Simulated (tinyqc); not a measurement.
# Energy and delay of logic against supply voltage: effects of single changes

One expression serves below and above threshold: I(Vg) = Ik [ln(1 + exp((Vg - VT + dd V)/(al nf Vt)))]^al, with I_on = I(V) and I_off = I(0). Gate delay td = kd C V/I_on, clock period LD td. Per gate and cycle the switching energy is act C V^2 and the leakage energy I_off V LD td. No short-circuit current, no variation. Minima are sought above 0.09 V; below a few Vt gates no longer switch and the model has no meaning.

Values chosen for this exercise; values of the order met in logic technologies: temperature T = 300 K; threshold voltage at zero drain bias VT = 0.38 V; slope factor nf = 1.32; barrier lowering per volt of supply dd = 0.06; specific current of a gate Ik = 2 uA; exponent of the current law al = 1.79; load capacitance of a gate C = 2 fF; delay factor kd = 1; logic depth LD = 16; activity factor act = 0.3.

Constants: q = 1.602176634e-19 C, kB = 1.380649e-23 J/K, Vt = kB T/q. Results are converted to the units shown.

Each table varies one quantity; the others keep the values above.

## Energy and delay against supply voltage

EDP = energy times td.

Energy and delay against supply voltage:
```
V (V)  I_on (uA)  I_off (nA)  td (ps)  switching (aJ)  leakage (aJ)  energy (aJ)  EDP (fJ ps)
0.15   0.0030068    0.037890    99772          13.500        9.0729       22.573       2252.2
0.27     0.10721    0.046778   5036.9          43.740        1.0179       44.758       225.44
0.38      1.6467    0.056745   461.53          86.640       0.15923       86.799       40.061
0.5       10.594    0.070052   94.391          150.00      0.052898       150.05       14.164
0.62      30.106    0.086476   41.188          230.64      0.035333       230.68       9.5011
0.73      56.230     0.10489   25.965          319.74      0.031810       319.77       8.3029
0.85      92.766     0.12947   18.326          433.50      0.032267       433.53       7.9448
0.97      137.15     0.15980   14.145          564.54      0.035081       564.58       7.9860
1.08      184.41     0.19380   11.713          699.84      0.039225       699.88       8.1978
1.2       242.88     0.23917   9.8816          864.00      0.045376       864.05       8.5381
```

Read the table: what changes, and by how much?

td falls from 99800 to 9.88 ps; the energy rises from 22.6 to 864 aJ and the EDP goes from 2250 through a minimum of 7.94 (at V = 0.85 V among the rows listed) to 8.54 fJ ps. The exact minima lie at V = 0.134 V for the energy and 0.889 V for the EDP. Going from 1.2 V to the energy minimum saves a factor of 38.8 in energy and costs a factor of 14600 in delay.

## Optimum supplies against the threshold voltage at zero drain bias

Same model as above.

V_min minimises the energy and V_EDP the product of energy and td.

Result of one run:
```
VT (V)  V_min (V)  energy at V_min (aJ)  leakage share (%)  clock at V_min (MHz)  V_EDP (V)  clock at V_EDP (GHz)
0.4        0.1346                 22.23              51.10                0.2433     0.9355                 3.891
```

What becomes of these results when the threshold voltage at zero drain bias VT is changed from 0.4 to 0.25 V, all else the same?

Result of the changed run:
```
VT (V)  V_min (V)  energy at V_min (aJ)  leakage share (%)  clock at V_min (MHz)  V_EDP (V)  clock at V_EDP (GHz)
0.25       0.1312                 23.61              56.27                 16.09     0.5845                 2.684
```

The whole series:
```
VT (V)  V_min (V)  energy at V_min (aJ)  leakage share (%)  clock at V_min (MHz)  V_EDP (V)  clock at V_EDP (GHz)
0.25       0.1312                 23.61              56.27                 16.09     0.5845                 2.684
0.3        0.1334                 22.77              53.14                 4.205     0.7014                 3.098
0.35       0.1342                 22.40              51.73                 1.027     0.8185                 3.500
0.4        0.1346                 22.23              51.10                0.2433     0.9355                 3.891
0.45       0.1348                 22.15              50.82               0.05684      1.053                 4.271
0.5        0.1348                 22.12              50.70               0.01320      1.169                 4.641
0.55       0.1349                 22.11              50.64              0.003055      1.286                 5.004
```

As VT goes from 0.25 to 0.55, V_min rises from 0.131 to 0.135 V, the energy there falls from 23.6 to 22.1 aJ, the clock there falls from 16.1 to 0.00306 MHz and V_EDP rises from 0.585 to 1.29 V. V_min lies below VT for VT = 0.25, 0.3, 0.35, 0.4, 0.45, 0.5, 0.55 V. As VT grows, I_on too becomes a subthreshold current, VT cancels more and more from the energy, and it mainly sets the clock.

Program tinyqc, `OMP_NUM_THREADS=1 python tinyqc.py 2082075 2082076 out.jsonl`; Intel Xeon 2.30GHz, shared host, one thread, about 0.01 s.
